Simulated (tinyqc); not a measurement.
Inside a calculation. Method: Pariser-Parr-Pople SCF with singles CI, for the molecule c1ccc2ccnc-2cc1 (SMILES; centres numbered as the heavy atoms are written). One step of it, computed by the program tinyqc.

Task: Iteration 1: orbitals and new P. Diagonalise F (the basis is taken as orthonormal) and form P = 2 sum c c over the lowest orbitals.

F (eV), lower triangle:
```
            1C         2C         3C         4C         5C         6C         7N         8C
1C   -6.571630
2C   -4.804901  -6.872665
3C   -0.362126  -4.898351  -5.752026
4C    0.460517  -0.024873  -4.602445  -5.206137
5C   -0.025283   0.411397  -0.030367  -4.651891  -4.732623
6C   -0.237647  -0.026925   0.405712   0.215788  -4.844155  -3.926667
7N   -0.026331  -0.280863   0.127568   0.632467   0.550600  -5.061568  -6.990053
8C    0.457626   0.141542  -0.439785  -3.890282   0.653202   0.200839  -4.829791  -5.215978
9C   -0.362012   0.514954   0.389730  -0.441766   0.125583   0.416207  -0.026503  -4.587125
10C  -4.801953  -0.064223   0.513303   0.141447  -0.291562  -0.023427   0.400783  -0.025183

            9C        10C
9C   -5.767169
10C  -4.903511  -6.878502
```

pi electrons, sum of z_r less the charge = 10

Give: orbital energies; P after iteration 1.

Result:

orbital energies (eV): -15.6897  -14.0033  -12.9924  -10.4514  -9.3781  -2.3921  -1.6432  1.5941  3.2645  3.7780

P after iteration 1, lower triangle:
```
          1C       2C       3C       4C       5C       6C       7N      8C
1C    0.9111
2C    0.6426   1.0384
3C    0.0955   0.6631   0.8602
4C   -0.2297   0.0017   0.5925   0.9990
5C    0.0363  -0.2230   0.0255   0.6045   1.1261
6C    0.1762  -0.0254  -0.2090   0.0023   0.6657   0.9141
7N    0.0368   0.1716  -0.1009  -0.2459  -0.1364   0.6408   1.2834
8C   -0.2365  -0.0472   0.2172   0.3542  -0.2449  -0.0848   0.5885  0.9638
9C    0.0919  -0.2521  -0.1113   0.2078  -0.1097  -0.2350   0.0069  0.5951
10C   0.6475  -0.0189  -0.2578  -0.0415   0.1826   0.0331  -0.2065  0.0137

         9C     10C
9C   0.8691
10C  0.6586  1.0348
```
